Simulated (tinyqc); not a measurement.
## p-n diode, drift-diffusion by the Gummel loop with Scharfetter-Gummel fluxes: effect of the hole mobility at fixed bias

Abrupt junction at x = 0, p side from -Lp, n side to Ln, ohmic contacts. psi is counted from the intrinsic level; n = ni exp((psi - phin)/Vt), p = ni exp((phip - psi)/Vt). Contacts: p side psi = V - Vt ln(Na/ni), p = Na, n = ni^2/Na; n side psi = Vt ln(Nd/ni), n = Nd, p = ni^2/Nd. Constant mobilities, D = mu Vt, Boltzmann statistics, SRH recombination through a mid-gap level, U = (n p - ni^2)/(tp (n + ni) + tn (p + ni)). Current is positive from the p contact to the n contact.

ni = sqrt(Nc Nv) exp(-Eg/(2 Vt)), Eg in volts. Poisson and both continuity equations are solved self-consistently with Scharfetter-Gummel fluxes on a graded mesh of 500 nodes. J_scr is q times the integral of U between -xp and xn. Ideal diffusion current J_id = q ni^2 [Dn coth(wp/Le)/(Le Na) + Dp coth(wn/Lh)/(Lh Nd)] (exp(V/Vt) - 1), Le = sqrt(Dn tn), Lh = sqrt(Dp tp), wp = Lp - xp, wn = Ln - xn, with xp and xn from the depletion approximation (W = sqrt(2 eps0 eps_r (Vbi - V)(1/Na + 1/Nd)/q), xp = W Nd/(Na + Nd), xn = W Na/(Na + Nd), Vbi = Vt ln(Na Nd/ni^2)). Ideality factor = 0.004 V/(Vt ln[J(V + 0.004 V)/J(V)]).

Parameters, values chosen for the exercise; band and dielectric values close to those of indium phosphide:
```
symbol,value,unit,meaning
T,300,K,temperature
Eg,1.36,eV,band gap
eps_r,12.6,,relative permittivity
Nc,5.78e17,cm^-3,conduction-band density of states at T
Nv,1.09e19,cm^-3,valence-band density of states at T
Na,4.5e17,cm^-3,acceptor density of the p side
Nd,1.4e17,cm^-3,donor density of the n side
mun,1900,cm^2/(V s),electron mobility
tn,8e-7,s,SRH lifetime of electrons
tp,8e-8,s,SRH lifetime of holes
Lp,2.5,um,length of the p side
Ln,0.41,um,length of the n side
G,0,cm^-3 s^-1,uniform generation rate
V,0.69,V,bias of the p contact
```

Constants: q = 1.602176634e-19 C, kB = 1.380649e-23 J/K, Vt = kB T/q, eps0 = 8.8541878128e-14 F/cm where lengths are in cm. Results are converted to the units shown.

Result of one run:

| mup (cm^2/(V s)) | J (A/cm^2) | ideality factor | J_scr/J (%) | J_id (A/cm^2) | share recombining at the contacts (%) | larger minority/doping at -xp and xn |
|---|---|---|---|---|---|---|
| 16 | 4.65e-6 | 1.20 | 36.7 | 2.95e-6 | 63.1 | 2.78e-9 |

What becomes of these results when the hole mobility mup is changed from 16 to 42 cm^2/(V s), all else the same?

Result of the changed run:

| mup (cm^2/(V s)) | J (A/cm^2) | ideality factor | J_scr/J (%) | J_id (A/cm^2) | share recombining at the contacts (%) | larger minority/doping at -xp and xn |
|---|---|---|---|---|---|---|
| 42 | 5.43e-6 | 1.17 | 31.4 | 3.73e-6 | 68.4 | 2.78e-9 |

The whole series:

| mup (cm^2/(V s)) | J (A/cm^2) | ideality factor | J_scr/J (%) | J_id (A/cm^2) | share recombining at the contacts (%) | larger minority/doping at -xp and xn |
|---|---|---|---|---|---|---|
| 9.5 | 4.46e-6 | 1.21 | 38.2 | 2.76e-6 | 61.5 | 2.78e-9 |
| 16 | 4.65e-6 | 1.20 | 36.7 | 2.95e-6 | 63.1 | 2.78e-9 |
| 26 | 4.95e-6 | 1.19 | 34.5 | 3.25e-6 | 65.3 | 2.78e-9 |
| 42 | 5.43e-6 | 1.17 | 31.4 | 3.73e-6 | 68.4 | 2.78e-9 |
| 70 | 6.26e-6 | 1.14 | 27.3 | 4.57e-6 | 72.6 | 2.78e-9 |
| 120 | 7.74e-6 | 1.11 | 22.0 | 6.07e-6 | 77.8 | 2.78e-9 |
| 190 | 9.82e-6 | 1.09 | 17.4 | 8.17e-6 | 82.5 | 2.78e-9 |

As mup rises from 9.5 to 190, J rises from 4.46e-6 to 9.82e-6 A/cm^2, the share of the depleted layer falls from 38.2 to 17.4 % and the share lost at the contacts rises from 61.5 to 82.5 %. The exponent d ln J/d ln mup is 0.08 between the first two rows and 0.52 between the last two. J less J_scr is 0.63 % below J_id in the last row.

Numbers from tinyqc (`OMP_NUM_THREADS=1 python tinyqc.py 2240101 2240102 out.jsonl`; about 0.1 s on one thread of a shared Intel Xeon 2.30GHz).
